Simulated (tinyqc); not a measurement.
Inside a calculation. Method: coupled-perturbed Hartree-Fock on RHF in the sto-6g basis, for BeH2, spin multiplicity 1. One step of it, computed by the program tinyqc.

Problem. Coupled step 2. U_ai = -(mu_ai + sum_bj [4 (ai|bj) - (ab|ij) - (aj|bi)] U_bj) / (e_a - e_i); alpha = -4 sum U_ai mu_ai.

U after step 1, order a4, a5, a6, a7:
$$\begin{pmatrix}
-0.002232 & -0.238565 & 0.039411 \\
-0.017778 & -1.899981 & 0.313876 \\
0.000000 & 0.000000 & 0.000000 \\
0.000000 & 0.000000 & 0.000000
\end{pmatrix}$$

dipole integrals <a|z|i> (bohr), order a4, a5, a6, a7:
$$\begin{pmatrix}
0.018224 & 0.118511 & -0.018253 \\
0.145142 & 0.943847 & -0.145374 \\
0.000000 & 0.000000 & 0.000000 \\
0.000000 & 0.000000 & 0.000000
\end{pmatrix}$$

orbital energies (hartree): MO1 -4.591717, MO2 -0.452153, MO3 -0.413986, MO4 0.209210, MO5 0.209210, MO6 0.438745, MO7 0.886216

Two-electron integrals over orbitals (pq|rs), unique and non-zero (hartree):
```
(11|11) 2.280565    (21|11) -0.193686   (21|21) 0.025911    (22|11) 0.482816
(22|21) -0.005489   (22|22) 0.410717    (31|11) 0.028130    (31|21) -0.002813
(31|22) 0.005108    (31|31) 0.006249    (32|11) -0.000583   (32|21) 0.002621
(32|22) 0.051624    (32|31) 0.012412    (32|32) 0.149318    (33|11) 0.449933
(33|21) -0.003039   (33|22) 0.391823    (33|31) -0.003403   (33|32) -0.042732
(33|33) 0.443222    (41|41) 0.016043    (42|41) 0.014801    (42|42) 0.047674
(43|41) -0.002224   (43|42) -0.004873   (43|43) 0.014885    (44|11) 0.570052
(44|21) -0.007291   (44|22) 0.365678    (44|31) 0.001025    (44|32) 0.000248
(44|33) 0.351940    (44|44) 0.450117    (51|51) 0.016043    (52|51) 0.014801
(52|52) 0.047674    (53|51) -0.002224   (53|52) -0.004873   (53|53) 0.014885
(54|54) 0.024258    (55|11) 0.570052    (55|21) -0.007291   (55|22) 0.365678
(55|31) 0.001025    (55|32) 0.000248    (55|33) 0.351940    (55|44) 0.401601
(55|55) 0.450117    (61|11) -0.194590   (61|21) 0.026576    (61|22) -0.007100
(61|31) -0.004327   (61|32) -0.000517   (61|33) -0.003401   (61|44) -0.004876
(61|55) -0.004876   (61|61) 0.027833    (62|11) 0.120371    (62|21) -0.006881
(62|22) -0.027032   (62|31) 0.000323    (62|32) -0.015292   (62|33) -0.040782
(62|44) 0.054902    (62|55) 0.054902    (62|61) -0.004998   (62|62) 0.077565
(63|11) -0.027750   (63|21) 0.000878    (63|22) -0.025915   (63|31) -0.001920
(63|32) -0.087740   (63|33) 0.034677    (63|44) -0.013243   (63|55) -0.013243
(63|61) 0.001025    (63|62) -0.005327   (63|63) 0.085063    (64|41) 0.016398
(64|42) 0.046589    (64|43) -0.007782   (64|64) 0.051246    (65|51) 0.016398
(65|52) 0.046589    (65|53) -0.007782   (65|65) 0.051246    (66|11) 0.484310
(66|21) -0.007359   (66|22) 0.390602    (66|31) 0.000257    (66|32) -0.008239
(66|33) 0.407020    (66|44) 0.366509    (66|55) 0.366509    (66|61) -0.007134
(66|62) -0.029826   (66|63) 0.012100    (66|66) 0.409717    (71|11) -0.006965
(71|21) 0.002764    (71|22) 0.006025    (71|31) 0.010748    (71|32) 0.018829
(71|33) -0.005933   (71|44) -0.000070   (71|55) -0.000070   (71|61) 0.000181
(71|62) -0.000863   (71|63) -0.001111   (71|66) -0.001547   (71|71) 0.021201
(72|11) 0.024334    (72|21) -0.000415   (72|22) -0.016836   (72|31) 0.003737
(72|32) -0.042906   (72|33) 0.007018    (72|44) 0.010188    (72|55) 0.010188
(72|61) -0.000973   (72|62) 0.021296    (72|63) 0.058392    (72|66) -0.001779
(72|71) 0.007298    (72|72) 0.059810    (73|11) 0.140577    (73|21) -0.004626
(73|22) -0.004503   (73|31) -0.000324   (73|32) -0.000184   (73|33) -0.019917
(73|44) 0.060764    (73|55) 0.060764    (73|61) -0.003269   (73|62) 0.071255
(73|63) -0.021130   (73|66) -0.023041   (73|71) -0.001728   (73|72) 0.008708
(73|73) 0.081708    (74|41) 0.000765    (74|42) 0.004355    (74|43) 0.013154
(74|64) 0.001653    (74|74) 0.016672    (75|51) 0.000765    (75|52) 0.004355
(75|53) 0.013154    (75|65) 0.001653    (75|75) 0.016672    (76|11) -0.001704
(76|21) 0.001860    (76|22) 0.043565    (76|31) 0.010775    (76|32) 0.135598
(76|33) -0.043818   (76|44) 0.000625    (76|55) 0.000625    (76|61) -0.000755
(76|62) -0.012249   (76|63) -0.092141   (76|66) -0.011203   (76|71) 0.016599
(76|72) -0.054238   (76|73) 0.002739    (76|76) 0.138893    (77|11) 0.571383
(77|21) -0.007996   (77|22) 0.427660    (77|31) 0.001909    (77|32) 0.015127
(77|33) 0.437131    (77|44) 0.388503    (77|55) 0.388503    (77|61) -0.008478
(77|62) -0.033090   (77|63) -0.004477   (77|66) 0.431255    (77|71) 0.000641
(77|72) -0.009865   (77|73) -0.007310   (77|76) 0.010377    (77|77) 0.483403
```

Give: U after step 2; polarisability.

Solution.

U after step 2, order a4, a5, a6, a7:
$$\begin{pmatrix}
-0.0014 & -0.2584 & 0.0430 \\
-0.0112 & -2.0583 & 0.3425 \\
0.0000 & 0.0000 & 0.0000 \\
0.0000 & 0.0000 & 0.0000
\end{pmatrix}$$

polarisability = 8.1024 bohr^3
